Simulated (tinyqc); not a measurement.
One electron in a tunnel-coupled double dot: charge qubit, sensing and quantum capacitance: one step of the calculation.

Basis (left, right), H = [[ep/2, tc], [tc, -ep/2]], splitting Om = sqrt(ep^2 + 4 tc^2), ep = al times the gate voltage. In equilibrium the electron is on the right with the chance P_R = [1 + (ep/Om) tanh(Om/2 kB T)]/2.

Problem. Splitting and occupation. Also the frequency Om/h, the mixing angle arctan2(2 tc, ep) and the weight of the right dot in the ground state, (1 + ep/Om)/2.

Values chosen for this exercise:
- tc = 37 ueV (tunnel coupling)
- T = 0.063 K (electron temperature)
- ep = 22 ueV (detuning)

Constants: q = 1.602176634e-19 C, kB = 1.380649e-23 J/K, h = 6.62607015e-34 J s, Vt = kB T/q. Results are converted to the units shown.

Give: Om; Om/h; mixing angle; ground-state weight; kB T; P_R.

Solution.

Om = 77.201 ueV
Om/h = 18.667 GHz
mixing angle = 73.443 degree
ground-state weight = 0.64249
kB T = 5.4289 ueV
P_R = 0.64248

Program tinyqc, `OMP_NUM_THREADS=1 python tinyqc.py 2470111 2470112 out.jsonl`; Intel Xeon 2.30GHz, shared host, one thread, about 0.01 s.
